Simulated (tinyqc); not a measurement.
Worked calculation: plane-wave Kohn-Sham cycle with exchange-only LDA in a layered model solid. One step of it, computed by the program tinyqc.

Problem. Iteration 1: Hamiltonian at one k. H(m,m') = (k + G_m)^2/2 delta + V(G_m - G_m'), with V(-G) = V(G).

A solid whose potential varies along x alone (atomic units):
```
parameter                      value
period a                    8.300000
cross-section of the cell  31.000000
electrons per cell                 4
grid points                       16
plane waves -n..n, n               3
k points                           2
V1 in V1 cos(2 pi x/a)     -0.240000
```

V(G_m), m = 0, 1, 2, ... (hartree): -0.245771  -0.120000  0.000000  0.000000  0.000000  0.000000  0.000000

k = 0.250000 2 pi / a

Give: H.

Solution.

H (hartree), lower triangle:
```
        -3      -2      -1      +0      +1      +2     +3
-3   1.921
-2  -0.120   0.632
-1   0.000  -0.120  -0.085
+0   0.000   0.000  -0.120  -0.228
+1   0.000   0.000   0.000  -0.120   0.202
+2   0.000   0.000   0.000   0.000  -0.120   1.205
+3   0.000   0.000   0.000   0.000   0.000  -0.120  2.781
```
